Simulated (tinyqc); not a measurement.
## Yield against design margin

Cells fail independently with probability Q(k) = erfc(k/sqrt(2))/2 when the margin is k standard deviations, and Y = exp(-Nb Q(k)). phi = exp(-k^2/2)/sqrt(2 pi).  k = margin/s(dVT). With one spare that repairs any one cell, Y1 = exp(-x)(1 + x), x = Nb Q(k).

Inputs (values chosen for the exercise): number of cells Nb = 65536.

s(dVT) = 63.4 mV

Result of one run:
```
M (mV)	k	Q(k)	expected failures x	Y	Y1
288	4.543	2.778e-6	0.1821	0.8335	0.9853
```

What becomes of these results when the margin M is changed from 288 to 320 mV, all else the same?

Result of the changed run:
```
M (mV)	k	Q(k)	expected failures x	Y	Y1
320	5.047	2.240e-7	0.01468	0.9854	0.9999
```

The whole series:
```
M (mV)	k	Q(k)	expected failures x	Y	Y1
256	4.038	2.697e-5	1.768	0.1707	0.4726
275	4.338	7.204e-6	0.4721	0.6237	0.9181
288	4.543	2.778e-6	0.1821	0.8335	0.9853
301	4.748	1.029e-6	0.06744	0.9348	0.9978
320	5.047	2.240e-7	0.01468	0.9854	0.9999
339	5.347	4.471e-8	0.002930	0.9971	1.000
358	5.647	8.178e-9	5.360e-4	0.9995	1.000
384	6.057	6.944e-10	4.551e-5	1.000	1.000
```

Over a change of the margin from 256 to 384 mV, k goes from 4.04 to 6.06, the expected failures fall by 4.6 decades and the yield goes from 0.171 to 1.000. The spare helps most at M = 256 mV among the rows, where it lifts the yield from 0.171 to 0.473.

Numbers from tinyqc (`OMP_NUM_THREADS=1 python tinyqc.py 2090165 2090166 out.jsonl`; about 0.01 s on one thread of a shared Intel Xeon 2.30GHz).
